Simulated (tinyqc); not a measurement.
# Hexagonal on-chip spiral inductor, lumped pi model: what changes with what

Outer diameter do = di + 2 n wd + 2 (n - 1) sp, mean da = (do + di)/2, fill p = (do - di)/(do + di), length l = 3.464 n da. L = 2.33 mu0 n^2 da/(1 + 3.82 p), mu0 = 4 pi 1e-7 H/m. Rs = rho l/(wd delta (1 - exp(-th/delta))), delta = sqrt(rho/(pi f mu0)). Cs = n wd^2 eps0 eo/hu across the coil. At each end Cox = l wd eps0 eo/(2 ho) leads to the substrate branch Rsi = 2 rs he/(l wd) in parallel with Csi = l wd eps0 11.7/(2 he). With one end grounded Y = 1/(Rs + i w L) + i w Cs + 1/[1/(i w Cox) + 1/(1/Rsi + i w Csi)], w = 2 pi f; Q = -Im Y/Re Y. Eddy currents in neighbouring turns and in the substrate are left out.

Values chosen for this exercise; values of the order met in silicon radio-frequency processes:
- n = 6.5 (number of turns)
- wd = 4 um (line width)
- sp = 3 um (space between turns)
- di = 140 um (inner diameter)
- th = 2 um (metal thickness)
- rho = 2.2 uohm cm (metal resistivity)
- ho = 4.4 um (oxide below the coil)
- hu = 1.5 um (oxide between coil and underpass)
- eo = 4.1 (relative permittivity of the oxide)
- rs = 20 ohm cm (substrate resistivity)
- he = 80 um (effective spreading depth in the substrate)
- f = 5.7 GHz (frequency)

Constants: eps0 = 8.8541878128e-12 F/m. Results are converted to the units shown.

Each table varies one quantity; the others keep the values above.

## Quality factor against frequency

Apparent inductance Im(1/Y)/w; share of the loss Re(substrate branch)/Re Y.

Result of one run:
```
f (GHz)	Rs (ohm)	w L/Rs	Q	apparent inductance (nH)	loss in the substrate (%)
0.36	14.41	1.875	1.860	11.97	0.2656
```

What becomes of these results when the frequency f is changed from 0.36 to 0.96 GHz, all else the same?

Result of the changed run:
```
f (GHz)	Rs (ohm)	w L/Rs	Q	apparent inductance (nH)	loss in the substrate (%)
0.96	16.63	4.333	4.014	12.09	5.477
```

The whole series:
```
f (GHz)	Rs (ohm)	w L/Rs	Q	apparent inductance (nH)	loss in the substrate (%)
0.22	13.69	1.206	1.202	11.95	0.05500
0.36	14.41	1.875	1.860	11.97	0.2656
0.59	15.37	2.881	2.814	12.01	1.314
0.96	16.63	4.333	4.014	12.09	5.477
1.6	18.42	6.522	5.170	12.23	17.77
2.6	20.72	9.418	5.460	12.49	38.07
4.2	23.82	13.24	4.594	13.13	60.28
6.9	28.19	18.37	2.834	15.08	78.17
11	33.79	24.44	0.8451	16.60	88.49
```

Q goes from 1.20 through a maximum of 5.46 (at f = 2.6 GHz among the rows listed) to 0.845; the exact peak is 5.50 at 2.31 GHz and Q reaches zero at the self-resonance, 13.2 GHz. The share of the substrate rises from 0.0550 to 88.5 %, and the apparent inductance ends at 1.39 times L. At the peak the substrate takes 32.7 % of the loss. For f = 6.9, 11 the coil is longer than 0.15 of a wavelength in the oxide, where one lumped section is rough.

## Effect of the oxide below the coil

Same model as above.

Peak Q and its frequency from a search over f; self-resonance where Im Y = 0; Q at the given f (negative beyond resonance).

The same in every row: L (nH) = 11.95; do (um) = 225.0.

Results:
```
ho (um)	peak Q	f of the peak (GHz)	self-resonance (GHz)	Q at f
1	4.822	2.180	12.80	2.975
2	4.990	2.219	12.93	3.137
3	5.190	2.255	13.06	3.313
5	5.631	2.345	13.32	3.696
7	6.074	2.470	13.59	4.112
15	7.588	3.076	14.65	5.921
```

Estimate the missing row, ho = 10 um.

Computed row:
```
ho (um)	peak Q	f of the peak (GHz)	self-resonance (GHz)	Q at f
10	6.693	2.691	14.00	4.778
```

With this row back in the table: As ho goes from 1 to 15, L stays at 11.9 nH, the peak Q rises from 4.82 to 7.59, its frequency rises from 2.18 to 3.08 GHz and the self-resonance rises from 12.8 to 14.6 GHz.

tinyqc, about 0.01 s, one thread, Intel Xeon 2.30GHz (shared host): `OMP_NUM_THREADS=1 python tinyqc.py 2302137 2302138 out.jsonl`
